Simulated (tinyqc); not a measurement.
# CMOS latch-up, two-transistor model: effects of single changes

A parasitic pnp (emitter at Vdd, base shunted by Rw) and npn (emitter at ground, base shunted by Rs) feed each other: the npn collector current flows out of the pnp base node, the pnp collector current into the npn base node. Forward-active transistors with constant gains: Icn = Isn exp(Vn/Vt), Icp = Isp (exp(Vp/Vt) - 1). A current Ii is injected into the npn base node.

Inputs (values chosen for the exercise); values close to those of bulk CMOS:
- T = 293 K (temperature)
- bn = 2.8 (current gain of the npn)
- bp = 2.8 (current gain of the pnp)
- Isn = 1.1e-16 A (saturation current of the npn at T)
- Isp = 2.2e-16 A (saturation current of the pnp at T)
- Rs = 600 ohm (substrate resistance shunting the npn)
- Rw = 700 ohm (well resistance shunting the pnp)
- R2 = 31 ohm (resistance from the pnp collector to the npn base)
- Von = 0.82 V (base-emitter voltage in the on state)
- Vsat = 0.14 V (saturation voltage)
- Vdd = 1.2 V (supply voltage)

Constants: q = 1.602176634e-19 C, kB = 1.380649e-23 J/K, Vt = kB T/q. Results are converted to the units shown.

Each table varies one quantity; the others keep the values above.

## Effect of the resistance from the pnp collector to the npn base

Node equations: Vp/Rw + Icp/bp = Icn and Vn/Rs + Icn/bn = Icp + Ii. Loop gain G = gn gp/[(1/Rw + gp/bp)(1/Rs + gn/bn)], gn = Icn/Vt, gp = (Icp + Isp)/Vt; the off state ends where G = 1, and Ii there is the trigger current. On state with both base-emitter voltages at Von: npn base current Ib = (Von/Rs + bp Von/Rw)/(bn bp - 1), holding current Ih = (bn + 1) Ib + Von/Rs, holding voltage Vh = Vsat + Von + R2 (Ib + Von/Rs).

The same in every row: Vn at trigger (V) = 0.7510; trigger current (mA) = 1.560; Ih (mA) = 3.948.

Effect of the resistance from the pnp collector to the npn base:
```
R2 (ohm)  Vh (V)
5         0.9702
14        0.9886
37         1.036
100        1.165
270        1.512
740        2.474
2000       5.052
```

What does the table show?

As R2 goes from 5 to 2000 ohm, the trigger current stays at 1.56 mA, Ih stays at 3.95 mA and Vh rises from 0.970 to 5.05 V. Vh exceeds the supply Vdd = 1.2 V, which then cannot sustain a latched state, in 3 of the 7 rows.

## Effect of the current gain of the pnp

Same model as above.

Effect of the current gain of the pnp:
```
bp    Vn at trigger (V)  trigger current (mA)  Ih (mA)  Vh (V)
0.59             0.7537                 1.574    13.36   1.100
0.97             0.7519                 1.565    6.909   1.048
1.6              0.7513                 1.562    4.906   1.031
2.7              0.7510                 1.560    3.990   1.024
4.4              0.7509                 1.559    3.556   1.020
7.3              0.7508                 1.558    3.305   1.018
12               0.7508                 1.558    3.165   1.017
```

As bp goes from 0.59 to 12, the trigger current falls from 1.57 to 1.56 mA, Ih falls from 13.4 to 3.16 mA and Vh falls from 1.10 to 1.02 V. Vh exceeds the supply Vdd = 1.2 V, which then cannot sustain a latched state, in 0 of the 7 rows. For bp = 0.21, 0.35 the product of the gains is about one or less, so there is no latched state.

tinyqc, about 0.06 s, one thread, Intel Xeon 2.30GHz (shared host): `OMP_NUM_THREADS=1 python tinyqc.py 2670104 2670105 out.jsonl`
